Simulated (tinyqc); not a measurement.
Raising U: Hubbard ring of 5 sites, mean field against exact. Computed by the program tinyqc. Collinear unrestricted mean field (the lowest of 40 random starts) against exact diagonalisation.

one-body matrix (hopping and site energies) (eV):
```
         1        2        3        4        5
1  -0.0500  -1.8900   0.0000   0.0000  -1.8900
2  -1.8900   0.0600  -1.8900   0.0000   0.0000
3   0.0000  -1.8900  -0.0100  -1.8900   0.0000
4   0.0000   0.0000  -1.8900   0.0100  -1.8900
5  -1.8900   0.0000   0.0000  -1.8900  -0.4500
```

electrons, up and down: 3  1

Exact and mean-field results (eV):
```
U          U/t   E exact  E mean field  mean |n_up - n_down|  double occupancy, exact  first gap in the sector
0.940    0.497  -9.72466      -9.70255                 0.400                    0.111                    2.525
3.780    2.000  -8.35987      -7.99478                 0.400                    0.082                    2.248
5.670    3.000  -7.67238      -6.85943                 0.400                    0.064                    1.992
7.560    4.000  -7.13327      -5.75157                 0.576                    0.050                    1.752
11.340   6.000  -6.38102      -4.91621                 0.737                    0.031                    1.378
15.120   8.000  -5.90523      -4.54847                 0.768                    0.020                    1.127
22.680  12.000  -5.36233      -4.19564                 0.786                    0.010                    0.835
37.800  20.000  -4.88840      -3.91976                 0.795                 3.87e-03                    0.579
```

Estimate the missing row, U = 1.89.

Computed row:
```
U        U/t   E exact  E mean field  mean |n_up - n_down|  double occupancy, exact  first gap in the sector
1.890  1.000  -9.22149      -9.13102                 0.400                    0.101                    2.464
```

In absolute terms mean field is worst at U/t = 6.0, 1.465 eV too high: at small U it is nearly exact, and at large U it still misses the motion of the hole through a fluctuating spin background. Relative to the exact energy its error is 0.2 % at the smallest U, 23 % at most and 20 % at the largest. The double occupancy falls from 0.111 to 0.004.
